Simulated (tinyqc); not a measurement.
Worked calculation: shallow acceptor in the spherical four-band model. Values are carried at full precision from step to step, so a last printed digit may differ when a step is redone from the rounded ones.

Units Ry* = Ry/(g1 eps^2) and a* = a0 eps g1; mu = (6 g3 + 4 g2)/(5 g1) is the spherical heavy-light coupling and delta = (g3 - g2)/g1 the cubic term, which is left out.

Constants: Ry = 13.60569312 eV; a0 (Bohr radius) = 0.5291772105 angstrom.

Parameters, chosen for this exercise (near those of a shallow acceptor in GaSb; shifted at random, so the results belong to these values and not to a real crystal): g1 = 13.31 (Luttinger gamma1); g2 = 4.73 (gamma2); g3 = 5.98 (gamma3); eps = 15.4 (dielectric constant); al = (0.589, 3.53, 21.2) 1/a*^2 (exponents a_i, the same for f and g); Dso = 0.756 eV (spin-orbit splitting).

## Units and couplings

Give Ry*, a*, mu, delta and the spherical masses 1/(g1 (1 -/+ mu)).

Ry* = 4.310 meV
a* = 108.47 angstrom
mu = 0.82344
delta = 0.0939

heavy and light mass (m0): 0.4255  0.0412

A hydrogen model with the heavy mass would bind by Ry*/(1 - mu) = 24.4 meV and with the light mass by 2.4 meV. delta/mu = 0.11: the cubic term is a modest correction.

## Matrices in a small basis

The ground state 1S3/2 has an L = 0 part f(r) and an L = 2 part g(r). In units of Ry* and a*, with Gaussians f_i = exp(-a_i r^2), g_i = r^2 exp(-a_i r^2), A = a_i + a_j and I(n) = Gamma((n + 1)/2)/(2 A^((n + 1)/2)): S_ff = I(2), S_gg = I(6), H_ff = (6 a_i a_j/A) I(2) - 2 I(1), H_gg = (14 a_i a_j/A) I(6) - 2 I(5), H_fg = -mu [15 I(2) - 20 a_j I(4) + 4 a_j^2 I(6)]; each function is then normalised. The split-off band is left out.

Form S and H.

S:
```
        f1      f2      f3      g1      g2      g3
f1  1.0000  0.5858  0.1847       0       0       0
f2  0.5858  1.0000  0.5852       0       0       0
f3  0.1847  0.5852  1.0000       0       0       0
g1       0       0       0  1.0000  0.2872  0.0194
g2       0       0       0  0.2872  1.0000  0.2864
g3       0       0       0  0.0194  0.2864  1.0000
```

H (Ry*):
```
         f1        f2        f3       g1        g2        g3
f1  -0.6824   -0.9089   -1.3108  -1.8784   -0.5394   -0.0365
f2  -0.9089    4.5936    4.0577  -3.2329  -11.2578   -3.2245
f3  -1.3108    4.0577   48.9051  -1.3139  -19.3655  -67.6105
g1  -1.8784   -3.2329   -1.3139   2.8167    1.3279    0.0467
g2  -0.5394  -11.2578  -19.3655   1.3279   21.5119   10.4203
g3  -0.0365   -3.2245  -67.6105   0.0467   10.4203  140.5627
```

## Ground state in the small basis

Solve H u = E S u for the lowest level of the acceptor; the first half of the basis is L = 0 and the second L = 2. Give E, E without the f-g block, and the L = 2 weight u_g S_gg u_g with u S u = 1.

E = -2.635 Ry*
E without coupling = -0.738 Ry*
L = 2 weight = 0.294

Without the coupling the exact value is -1, which this basis, tuned to the compact coupled state, misses by 0.262. The coupling to L = 2 takes the level to 2.63 times that exact value.

## Converged result

Converged values use 22 exponents 2.2^i, i = -7 to 14, for f and for g.
Ground and next level of the same symmetry, L = 2 weight and mean radius.

1S3/2 and 2S3/2 (Ry*): -2.870  -0.865

binding energies (meV): 12.4  3.7

L = 2 weight = 0.318
<r> = 63.5 angstrom

The small basis reaches 92 % of the binding. The ratio 1S/2S is 3.32 (4 for hydrogen). The binding is 0.02 of Dso, so leaving out the split-off band is safe.

## Checks

- Level at mu = 0 against -1 Ry*: both -1.0000.
- Ground level from a second, denser basis, Ry*: both -2.870.

Computed by tinyqc, a small Python program: `OMP_NUM_THREADS=1 python tinyqc.py 1281940 1281941 out.jsonl` (the numbers bound the seed that draws the inputs); one thread of a shared host (Intel(R) Xeon(R) Processor @ 2.30GHz), about 0.03 s for the whole set of steps.
